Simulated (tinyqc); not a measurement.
Ellipsometry and reflectance of a transparent film on an absorbing substrate: two steps of the calculation.

Air (index 1), film, substrate with N2 = n2 - i k2; time factor exp(+i w t). q_j = sqrt(N_j^2 - sin^2 th), root with positive real part. Fresnel coefficients r_s = (q_a - q_b)/(q_a + q_b), r_p = (N_b^2 q_a - N_a^2 q_b)/(N_b^2 q_a + N_a^2 q_b). tan(Psi) exp(i Delta) = R_p/R_s, Delta taken from 0 to 360 degrees.

Inputs (values chosen for the exercise); indices close to those of photoresist on silicon:

| symbol | value | unit | meaning |
|---|---|---|---|
| lam | 632.8 | nm | wavelength |
| th | 70 | degrees | angle of incidence |
| n1 | 1.631 |  | index of the transparent film |
| d | 290 | nm | film thickness |
| n2 | 3.882 |  | index of the substrate |
| k2 | 0.019 |  | extinction coefficient of the substrate |

Problem 1. Interface coefficients and thickness period. q0, q1, q2 and the coefficients r01 and r12 for p and s; the results repeat in d with the period lam/(2 q1).

Give: q0; q1; q2; r01,p; r01,s; r12,p; r12,s; period.

Solution 1.

q0 = 0.34202
q1 = 1.3331
q2 = 3.7666-0.0196i
r01,p = -0.18871
r01,s = -0.59165
r12,p = 0.33445-0.00204i
r12,s = -0.47719+0.00201i
period = 237.34 nm

Problem 2. Psi, Delta and reflectances. beta = 2 pi d q1/lam, X = exp(-2 i beta), R = (r01 + r12 X)/(1 + r01 r12 X) for p and s.

q1 = 1.3330937
r01,p = -0.18871141
r01,s = -0.59164549
r12,p = 0.33445423-0.00203816i
r12,s = -0.47718969+0.00200756i

Wanted: beta; X; R_p; R_s; Psi; Delta; |R_p|^2; |R_s|^2.

Solution 2.

beta = 3.839 rad
X = 0.1759-0.9844i
R_p = -0.1537-0.3235i
R_s = -0.7113+0.2597i
Psi = 25.31 degrees
Delta = 84.65 degrees
|R_p|^2 = 0.1283
|R_s|^2 = 0.5734

The bare substrate gives Psi = 10.57 and Delta = 179.23 degrees.

tinyqc, about 0.4 s, one thread, Intel Xeon 2.30GHz (shared host): `OMP_NUM_THREADS=1 python tinyqc.py 2870137 2870138 out.jsonl`
